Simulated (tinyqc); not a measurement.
Defect, radiative and Auger recombination at equal electron and hole densities (ABC model): one step. The efficiency peak. Two cases, with inputs chosen for the exercise.

Problem. IQE peaks at n_p = sqrt(Ae/C); with Q = B/sqrt(Ae C), IQE_max = Q/(Q + 2).

J/(e d) = Ae n + B n^2 + C n^3 with Ae = A + 4 S/w (four side walls, carriers spread evenly), e = 1.602176634e-19 C, lengths in cm; internal efficiency IQE = B n^2/(Ae n + B n^2 + C n^3); all injected carriers recombine in the layer.

Give: Ae; n_p; Q; IQE_max; J at the peak.

Case 1.

Values chosen (orders of magnitude like those quoted for GaAs; not measured data):
- A = 13000000 1/s (defect rate)
- B = 1.1e-10 cm^3/s (radiative coefficient)
- C = 4.2e-30 cm^6/s (Auger coefficient)
- S = 390 cm/s (recombination velocity of the side walls)
- w = 12 micrometre (side of the square mesa)
- d = 59 nm (active thickness)

Solution.

Ae = 1.430e+07 1/s
n_p = 1.845e+18 1/cm^3
Q = 14.19
IQE_max = 0.876
J at the peak = 404 A/cm^2

The side walls supply 9 % of Ae.

Case 2.

Values chosen (orders of magnitude like those quoted for Ge; not measured data):
- A = 410000 1/s (defect rate)
- B = 5.5e-14 cm^3/s (radiative coefficient)
- C = 5.8e-31 cm^6/s (Auger coefficient)
- S = 0 cm/s (recombination velocity of the side walls)
- w = 46 micrometre (side of the square mesa)
- d = 890 nm (active thickness)

Solution.

Ae = 4.100e+05 1/s
n_p = 8.408e+17 1/cm^3
Q = 0.1128
IQE_max = 0.0534
J at the peak = 10.4 A/cm^2

The side walls are taken as passivated.

Computed by tinyqc, one run a case: `OMP_NUM_THREADS=1 python tinyqc.py N N+1 out.jsonl` with N = 1682710, 1682731; one thread of a shared Intel(R) Xeon(R) Processor @ 2.30GHz, about 0.01 s a run at most.
